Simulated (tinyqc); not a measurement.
From results back to parameters: heavy doping: gap narrowing, degeneracy and the minority density. Two cases, with inputs chosen for the exercise.

Problem. The minority density was computed from a hidden true narrowing dEg.

F_j(eta) = (1/Gamma(j + 1)) integral_0^infinity x^j dx/(1 + exp(x - eta)), which tends to exp(eta) for eta << 0.

Majority: N = Nc F_1/2(eta), eta the distance of EF beyond the majority band edge in kT. Degeneracy factor gam = F_1/2(eta)/exp(eta). ni0^2 = Nc Nv exp(-Eg/kT); product n p = ni0^2 gam exp(dEg/kT), dEg the true narrowing; apparent narrowing dEa = dEg + kT ln gam; minority density = n p/N.

Constants: kB = 8.617333262e-05 eV/K.

Case 1.

Values chosen (gap and densities of states near those of Ge at this temperature; narrowing constants of the size fitted for Si, not for this material; not measured data): N = 1.2e+18 1/cm^3 (ionised donors, equal to the majority density); Eg = 0.66 eV (gap); Nc = 1.04e+19 1/cm^3 (conduction-band density of states); Nv = 4.78e+18 1/cm^3 (valence-band density of states); T = 300 K.

minority density = 1.41264e+09 1/cm^3

Case 2.

Values chosen (gap and densities of states near those of Si at this temperature; narrowing constants near the fits for Si; not measured data): N = 8.9e+17 1/cm^3 (ionised donors, equal to the majority density); Eg = 1.12 eV (gap); Nc = 2.54e+19 1/cm^3 (conduction-band density of states); Nv = 1.06e+19 1/cm^3 (valence-band density of states); T = 300 K.

minority density = 120.793 1/cm^3

Find: dEa; gam; dEg.

Solution. dEa = kT ln(minority x N/ni0^2); gam follows from N alone, and dEg = dEa - kT ln gam.

Case 1.

dEa = 36.92 meV
gam = 0.9601
dEg = 37.98 meV

Case 2.

dEa = 24.79 meV
gam = 0.9877
dEg = 25.11 meV

Computed by tinyqc, one run a case: `OMP_NUM_THREADS=1 python tinyqc.py N N+1 out.jsonl` with N = 1682136, 1682161; one thread of a shared Intel(R) Xeon(R) Processor @ 2.30GHz, about 0.01 s a run at most.
